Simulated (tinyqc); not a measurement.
Spin coating of a resist or spin-on film: centrifugal thinning, evaporation and the final thickness (Emslie and Meyerhofer models): one step, computed by the program tinyqc.

A Newtonian film stays uniform over the wafer; solvent and solids have the same density and the concentration is uniform through the thickness.

Question. First explicit step of the full model. omega = 2 pi f/60; nu(c) = nu_s + k c^gamma; evaporation rate e = e0 sqrt(f/1000 rpm). Solids s and liquid l per area start at s = c0 h0, l = (1 - c0) h0. With h = h0 and c = c0: Q = K h^3, K = 2 omega^2/(3 nu); one Euler step of length dt = 0.01 h0/Q for s and l, ds/dt = -c Q, dl/dt = -(1 - c) Q - e.

Inputs (values chosen for the exercise, of the order of those of a polymer resist in an ester solvent): solids volume fraction c0 = 0.081; starting thickness h0 = 500 micrometre.

flow constant K = 0.07712609 1/(micrometre^2 s)

evaporation rate e = 0.5813777 micrometre/s

Give: Q; dt; s; l; Q/e at the start.

Answer.

Q = 9.641e+06 micrometre/s

dt = 5.186e-07 s

s = 40.095 micrometre

l = 454.9 micrometre

Q/e at the start = 1.658e+07

Caution: above a Reynolds number of about 3e5 the air flow near the rim turns turbulent, and evaporation is no longer uniform.
